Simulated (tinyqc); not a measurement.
Sharing a fixed EOT between the layers.

Without charge in the stack, a voltage of 0.6 V over an EOT of 2.9 nm gives F1 = (V/EOT)(3.9/e1) and F2 = F1 e1/e2; t2 = e2 (EOT/3.9 - t1/e1).

Inputs (values chosen for the exercise): relative permittivity of layer 1 e1 = 3.79; relative permittivity of layer 2 e2 = 21.7.

Results:
```
t1 (nm)	t2 (nm)	physical thickness (nm)	drop over layer 1 (V)	drop over layer 2 (V)
0	16.14	16.14	0	0.6000
0.34	14.19	14.53	0.07239	0.5276
1.03	10.24	11.27	0.2193	0.3807
1.37	8.292	9.662	0.2917	0.3083
1.71	6.345	8.055	0.3641	0.2359
2.05	4.398	6.448	0.4364	0.1636
2.4	2.394	4.794	0.5110	0.08904
```

Estimate the missing row, t1 = 0.68 nm.

Computed row:
```
t1 (nm)	t2 (nm)	physical thickness (nm)	drop over layer 1 (V)	drop over layer 2 (V)
0.68	12.24	12.92	0.1448	0.4552
```

With this row back in the table: Each 0.1 nm of layer 1 costs 0.573 nm of layer 2, so the physical thickness falls from 16.1 to 4.79 nm. The fields do not change, 2.13 MV/cm in layer 1 and 0.372 MV/cm in layer 2, and layer 1 takes half of the voltage at t1 = 1.41 nm.

Program tinyqc, `OMP_NUM_THREADS=1 python tinyqc.py 2010151 2010152 out.jsonl`; Intel Xeon 2.30GHz, shared host, one thread, about 0.01 s.
